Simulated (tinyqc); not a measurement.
Worked calculation: equation-of-state fits to an energy-volume table made by a known binding curve. Computed by tinyqc, a small Python program that keeps every step. Command: `OMP_NUM_THREADS=1 python tinyqc.py 3030223 3030224 out.jsonl eosfit walk`. One thread of a shared host (Intel(R) Xeon(R) Processor @ 2.30GHz), about 0.04 s of CPU time with the checks. Intermediate numbers are printed to about 7 digits and carried at full precision; extremes and crossings named in words are read from the listed rows.

With x = (V/V_0)^(1/3), the energy per atom is E = D [exp(-2 eta (x - 1)) - 2 exp(-eta (x - 1))], so that B0 = 2 D eta^2/(9 V_0) and B' = 1 + eta. B' = dB/dP at P = 0.

Inputs (values chosen for the exercise, for a model crystal):

| quantity | value | unit |
|---|---|---|
| cohesive energy D | 1.48 | eV/atom |
| true volume V_0 | 35.2 | angstrom^3/atom |
| stiffness eta | 4.17 | - |
| half-width of the volume window w | 0.02 | - |
| shift of the window centre s | -0.027 | - |
| points N | 11 | - |
| compression V/V_0 for the pressure test | 0.75 | - |
| noise amplitude | 0.075 | meV |

Binding curve: Morse. Noise: added.

Constants: 1 eV/angstrom^3 = 160.2176634 GPa.

## Exact values of the curve

B0 and B' from the formulas above; P = -dE/dV at V = c V_0 (c the compression chosen), from the curve itself.

exact B0 = 26.03089 GPa

exact B' = 5.17

exact pressure at c V_0 = 15.41922 GPa

## Energy-volume table

numbers xi_j, drawn evenly from -1 to 1: 0.6060  -0.0900  -0.1484  -0.1393  0.3182  -0.3301  0.7832  0.6736  0.5508  -0.6115  0.4698

Table: V_j = V_0 [1 + s + w (2 j/(N - 1) - 1)], j = 0..N-1, rounded to 0.001; E_j from the curve plus the noise amplitude times the listed numbers xi_j (xi_0 first), rounded to 1e-7 eV.

Table:

| V (angstrom^3) | E (eV) |
|---|---|
| 33.546 | -1.4729864 |
| 33.686 | -1.4742177 |
| 33.827 | -1.4752907 |
| 33.968 | -1.4762419 |
| 34.109 | -1.4770458 |
| 34.250 | -1.4778216 |
| 34.390 | -1.4783529 |
| 34.531 | -1.4788751 |
| 34.672 | -1.4792950 |
| 34.813 | -1.4796923 |
| 34.954 | -1.4798231 |

## Birch-Murnaghan fit

Third-order Birch-Murnaghan is a cubic in u = V^(-2/3): fit it by linear least squares, find the minimum, and take B0 = V E''(V), B' = -1 - V E'''/E'' there.

fitted E0 = -1.480115 eV

fitted V0 = 35.33597 angstrom^3

fitted B0 = 18.55658 GPa

fitted B' = 17.78591

root-mean-square residual = 0.02996551 meV

Against the exact curve V0 is off by +0.386 %, B0 by -28.71 % and B' by +244.0 %. Caution: the fitted minimum lies outside the window, so V0 and B0 are extrapolated.

## Errors of the Birch-Murnaghan fit

Errors are fitted minus exact, relative; the pressure at c V_0 uses P = (3 B0/2) (x^7 - x^5) [1 + (3/4)(B' - 4)(x^2 - 1)], x = (V0/V)^(1/3) with the fitted values.

error of B0 = -28.71323 %

error of B' = 244.0214 %

fitted pressure at c V_0 = 31.23958 GPa

error of that pressure = 102.6016 %

## Vinet fit by Gauss-Newton steps

Vinet: E = E0 + (9 B0 V0/h^2) {1 + [h (1 - x) - 1] exp(h (1 - x))}, P = 3 B0 (1 - x) x^-2 exp(h (1 - x)), x = (V/V0)^(1/3), h = (3/2)(B' - 1). Gauss-Newton steps on (E0, V0, B0, B'): solve J d = r by least squares, r the residuals and J their derivatives (central differences, relative step 1e-5); start from the parabola fit in V with B' = 4; stop when all relative changes are below 1e-7.

Iterations:

| step | E0 (eV) | V0 (angstrom^3) | B0 (GPa) | B' | rms residual (meV) |
|---|---|---|---|---|---|
| 0 | -1.479907 | 35.13104 | 30.78617 | 4.00000 | 0.2429467 |
| 1 | -1.480044 | 35.26136 | 19.94560 | 12.80224 | 0.2721893 |
| 2 | -1.480103 | 35.32723 | 19.21333 | 15.18607 | 0.0322146 |
| 3 | -1.480112 | 35.32980 | 19.10933 | 15.20740 | 0.0298482 |
| 4 | -1.480112 | 35.32983 | 19.10883 | 15.20820 | 0.0298482 |
| 5 | -1.480112 | 35.32983 | 19.10881 | 15.20823 | 0.0298482 |
| 6 | -1.480112 | 35.32983 | 19.10881 | 15.20823 | 0.0298482 |
| 7 | -1.480112 | 35.32983 | 19.10881 | 15.20823 | 0.0298482 |
| 8 | -1.480112 | 35.32983 | 19.10881 | 15.20823 | 0.0298482 |

B0, Vinet = 19.10881 GPa

B', Vinet = 15.20823

## Five forms on the same table

Murnaghan: E = E0 + (B0 V/B') [(V0/V)^B'/(B' - 1) + 1] - B0 V0/(B' - 1), P = (B0/B') [(V0/V)^B' - 1]. Birch-Murnaghan: E = E0 + (9 V0 B0/16) [y^3 B' + y^2 (2 - 4 y)], y = (V0/V)^(2/3) - 1; P = (3 B0/2) (x^7 - x^5) [1 + (3/4)(B' - 4)(x^2 - 1)], x = (V0/V)^(1/3). All are least-squares fits to the energies; for polynomials in V, B0 = V E'' and B' = -1 - V E'''/E'' at the minimum.

Fitted values:

| form | V0 (angstrom^3) | B0 (GPa) | B' | P at c V_0 (GPa) |
|---|---|---|---|---|
| exact | 35.20000 | 26.03089 | 5.17000 | 15.41922 |
| parabola in V | 35.13104 | 30.78617 | -1.00000 | - |
| cubic in V | 35.35994 | 16.85644 | 25.70544 | - |
| Murnaghan | 35.32386 | 19.53966 | 13.64057 | 74.62265 |
| Birch-Murnaghan | 35.33597 | 18.55658 | 17.78590 | 31.23958 |
| Vinet | 35.32983 | 19.10881 | 15.20823 | 46.32044 |

In B0 the parabola in V form comes closest (+18.27 %) and the cubic in V form misses most (-35.24 %). A parabola in V has no third derivative, so its B' is -1 by construction. At c V_0, beyond the window, the pressure errors are Murnaghan +384.0 %, Birch-Murnaghan +102.6 %, Vinet +200.4 %; Murnaghan keeps B linear in P and so runs too stiff under compression.

## The width of the window

The table is made anew for each w.

Errors (%):

| w | B0, parabola | B0, cubic | B0, Murnaghan | B0, Birch-Murnaghan | B0, Vinet | B', Birch-Murnaghan |
|---|---|---|---|---|---|---|
| 0.03 | 18.320 | -9.720 | -7.192 | -7.680 | -7.665 | 55.900 |
| 0.05 | 18.924 | -2.296 | -1.497 | -1.625 | -1.674 | 10.704 |
| 0.08 | 20.602 | 0.487 | -0.488 | -0.433 | -0.414 | 1.730 |
| 0.12 | 24.159 | 3.844 | -0.621 | -0.256 | -0.099 | -0.500 |
| 0.16 | 29.296 | 8.421 | -1.098 | -0.335 | 0.012 | -1.301 |
| 0.22 | 40.319 | 18.403 | -2.053 | -0.600 | 0.123 | -2.159 |

The Birch-Murnaghan error of B0 is smallest among these at w = 0.12 (0.256 % in size); it is 7.680 % at the narrowest and 0.600 % at the widest. A narrow window magnifies the noise, since the energy range shrinks as w^2, and a wide one exposes the form. At the widest window the errors of B0 are +40.3 % for the parabola and +18.4 % for the cubic in V.

Checks made by the program: nonlinear Birch-Murnaghan fit against the linear one (relative difference 3e-07).
